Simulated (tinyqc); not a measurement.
# One-sided p+-n junction, ionisation integral and breakdown: two studies

A p+ layer at x < 0 and an n drift layer from x = 0. Depletion approximation, built-in voltage neglected. Local ionisation coefficients alpha_n = an exp(-(bn/E)^mx), alpha_p = ap exp(-(bp/E)^mx). Electrons move towards +x, holes towards x = 0.

Values chosen for this exercise; material values close to those of silicon:
```
symbol,value,unit,meaning
eps_r,11.9,,relative permittivity
an,7.11e5,1/cm,prefactor of the electron ionisation coefficient
bn,1.3e6,V/cm,field constant for electrons
ap,1.56e6,1/cm,prefactor of the hole ionisation coefficient
bp,1.96e6,V/cm,field constant for holes
mx,1,,exponent
mu,1290,cm^2/(V s),electron mobility of the drift layer
N,7.2e14,cm^-3,donor density of the drift layer
```

Constants: q = 1.602176634e-19 C, eps0 = 8.8541878128e-14 F/cm where lengths are in cm. Results are converted to the units shown.

Each table varies one quantity; the others keep the values above.

## Multiplication against voltage

W = sqrt(2 eps0 eps_r V/(q N)), peak field E0 = q N W/(eps0 eps_r), falling linearly to 0 at W. G(x) = integral from 0 to x of (alpha_n - alpha_p); I_n = integral of alpha_n exp(-G) (electrons injected at x = 0), I_p = integral of alpha_p exp(G(end) - G) (holes injected at the far edge); M = 1/(1 - I). Integrals on a fine grid; BV is where I_n = 1. Here BV = 332.483 V; the Miller exponent is n = ln(1 - 1/M)/ln(V/BV).

Multiplication against voltage:
```
V (V)	E0 (kV/cm)	I_n	I_p	M_n	M_p	Miller n, electrons	Miller n, holes
133	171	0.0562	0.00193	1.06	1.00	3.14	6.82
166	191	0.146	0.00839	1.17	1.01	2.77	6.88
199	209	0.287	0.0267	1.40	1.03	2.43	7.06
233	226	0.473	0.0736	1.90	1.08	2.11	7.34
266	241	0.666	0.180	3.00	1.22	1.82	7.69
286	250	0.779	0.302	4.52	1.43	1.66	7.94
306	259	0.882	0.505	8.45	2.02	1.52	8.22
319	264	0.943	0.706	17.4	3.40	1.43	8.42
327	268	0.977	0.868	44.1	7.55	1.38	8.54
```

M_n rises from 1.059 to 44.1 and M_p from 1.002 to 7.55; both diverge at BV. The Miller exponent for electrons falls from 3.14 to 1.38 and that for holes rises from 6.82 to 8.54, so one exponent describes neither over the whole range. The larger multiplication belongs to electrons, whose coefficient at the peak field of the last row is 5.37 times the other.

## Effect of the drift doping

Same model as above.

Specific on-resistance Ron = W/(q mu N) with constant mobility and full ionisation.

Effect of the drift doping:
```
N (cm^-3)	BV (V)	E0 at BV (kV/cm)	W at BV (um)	Ron (mohm cm^2)	BV^2/Ron (MW/cm^2)	eps0 eps_r mu E0^3/4 (MW/cm^2)
6e13	2.20e3	200	219	1.77e3	2.73	2.73
1.2e14	1.28e3	216	118	478	3.43	3.43
2.2e14	805	232	69.4	153	4.25	4.25
4.2e14	495	251	39.4	45.4	5.40	5.40
8.1e14	305	274	22.3	13.3	7.00	7.00
1.6e15	187	302	12.4	3.75	9.33	9.33
3e15	121	332	7.27	1.17	12.4	12.4
5.8e15	77.2	369	4.18	0.349	17.1	17.1
```

What does the comparison show, and why?

BV falls from 2200 to 77.2 V while the critical field rises from 200 to 369 kV/cm. BV goes as N^(-0.78) between the first two rows and N^(-0.68) between the last two (a coefficient proportional to E^7 gives -0.75 without punch-through). Ron goes as BV^(2.55) over the table; the last two columns agree since BV = E0 W/2 and N = eps0 eps_r E0/(q W).

Computed by the program tinyqc: `OMP_NUM_THREADS=1 python tinyqc.py 2120070 2120071 out.jsonl`, one thread of a shared Intel Xeon 2.30GHz, about 0.05 s for the whole run.
